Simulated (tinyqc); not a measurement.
Worked calculation: coherent transport through a tight-binding region between two chains. One step of it, computed by the program tinyqc.

Problem. Transmission at E = 0.27 eV. Surface Green function g = (E - i sqrt(4 t^2 - E^2)) / (2 t^2); self-energy tc^2 g on each contact site; G = (E - H - Sigma)^(-1); Gamma = -2 Im Sigma; T = Gamma_L Gamma_R |G_LR|^2; local density of states -Im G_ii / pi.

H of the central region (eV):
```
[[0.000000, -1.110000, 0.000000],
 [-1.110000, 1.060000, -1.150000],
 [0.000000, -1.150000, 0.000000]]
```

Leads: semi-infinite chains with site energy 0:
```
parameter                           value
lead hopping t (eV)              1.870000
coupling to the left lead (eV)   0.720000
coupling to the right lead (eV)  1.020000
left contact site                       1
right contact site                      3
```

E = 0.270000 eV

Give: g; G; local density of states; transmission.

Solution.

g = 0.039-0.533i 1/eV

G (1/eV):
```
[[0.765-0.904i, 0.504+0.013i, -0.392+0.881i],
 [0.504+0.013i, -0.110-0.128i, 0.308-0.101i],
 [-0.392+0.881i, 0.308-0.101i, 0.590-0.920i]]
```

local density of states (1/eV): [0.288, 0.041, 0.293]

transmission = 0.571
